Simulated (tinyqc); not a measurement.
Interband optics of a two-band s-p chain from momentum matrix elements, step by step. Values are carried at full precision from step to step, so a last printed digit may differ when a step is redone from the rounded ones.

H(k) = [[Es - 2 ts cos ka, 2i V sin ka], [-2i V sin ka, Ep_ + 2 tp cos ka]] in the basis s, p; the lower band is full, with two electrons a cell. The velocity operator times hbar is W = dH/dk (eV angstrom); intra-atomic dipoles are left out.

Constants: hbar^2/2m0 = 3.80998211 eV angstrom^2; e^2/(4 pi eps0) = 14.39964547 eV angstrom.

Parameters, chosen for this exercise:
```
symbol  value  unit        meaning
a       4.27   angstrom    period
Es      3.67   eV          upper orbital (s)
Ep_     -1.58  eV          lower orbital (p)
ts      0.56   eV          s-s hopping
tp      0.69   eV          p-p hopping
V       0.73   eV          s-p hopping
k       0.11   2 pi/a      wave vector
N       10                 k points
Ar      9.9    angstrom^2  cross-section per chain
eta     0.1    eV          Lorentzian half width
E       6.42   eV          photon energy
```

## Hamiltonian and velocity at one k

Form H and W = dH/dk.

H (eV), rows s, p and columns alike:
```
[[2.8070, 0.9306i],
 [-0.9306i, -0.5167]]
```

W (eV angstrom), rows s, p and columns alike:
```
[[3.0484, 4.8035i],
 [-4.8035i, -3.7561]]
```

## Matrix element between the bands

Diagonalise H, transform W, and form w = |W_cv|^2, the Kane-type energy w/c and the oscillator strength f = w/(c D), c = hbar^2/2m0, D = Ec - Ev.

Ev, Ec (eV): [-0.7595, 3.0499]

weights, rows s, p; columns v, c:
```
[[0.0637, 0.9363],
 [0.9363, 0.0637]]
```

slopes dEv/dk, dEc/dk (eV angstrom): [-5.669, 4.962]

w = 6.395 eV^2 angstrom^2
w/c = 1.678 eV
f = 0.441

## Transitions on the mesh

At each k_j = (j + 1/2)/N (2 pi/a) up to the zone edge give D = Ec - Ev, w = |<c|W|v>|^2 and f = w/(c D), c = hbar^2/2m0; the other half of the zone repeats the values.

Transitions:
```
k (2 pi/a)  D (eV)  w (eV^2 angstrom^2)      f
0.0500      3.0108               26.648  2.323
0.1500      4.4579                0.671  0.040
0.2500      6.0074                6.731  0.294
0.3500      7.1226               23.904  0.881
0.4500      7.6808               36.988  1.264
```

D runs from 3.011 to 7.681 eV on the mesh; f is largest at k = 0.0500.

## Dielectric function from the table

With w(k) = |<c|W|v>|^2 and D(k) = Ec - Ev, on the mesh k_j = (j + 1/2)/N (2 pi/a): eps(E) = 1 + (8 pi e2/(a Ar)) mean_j (w/D^2) [1/(D - E - i eta) + 1/(D + E + i eta)], e2 = e^2/(4 pi eps0); light polarised along the chains, no local fields.

Take the mean over the rows. Also eps(0) at eta = 0, and the effective electrons per cell n_eff = 2 mean(f).

eps(E) = 1.436+0.442i
eps(0) = 4.982
n_eff = 1.921

On a mesh of 2000 points the values are 2.063+1.357i, 5.204 and 1.943. n_eff need not equal the 2 electrons of the cell: a two-orbital basis with chosen hoppings does not obey the sum rule of free electrons. E lies within, or within 2 eta of, the range of transitions of the band (2.75 to 7.75 eV); their spacing on this mesh (up to 1.55 eV) exceeds eta, so eps(E) depends on where the few mesh points fall.

## Checks

- Curvature of the lower band against <v|d2H/dk2|v> - 2 w/D (eV angstrom^2): both -12.21.
- Zone mean of 2 w/D against the zone mean of <v|d2H/dk2|v>, the f-sum rule of a full band (eV angstrom^2): both 7.4012.

Run: tinyqc, `OMP_NUM_THREADS=1 python tinyqc.py 1650284 1650285 out.jsonl`; Intel(R) Xeon(R) Processor @ 2.30GHz, one thread, shared host; about 0.02 s of CPU time with all checks.
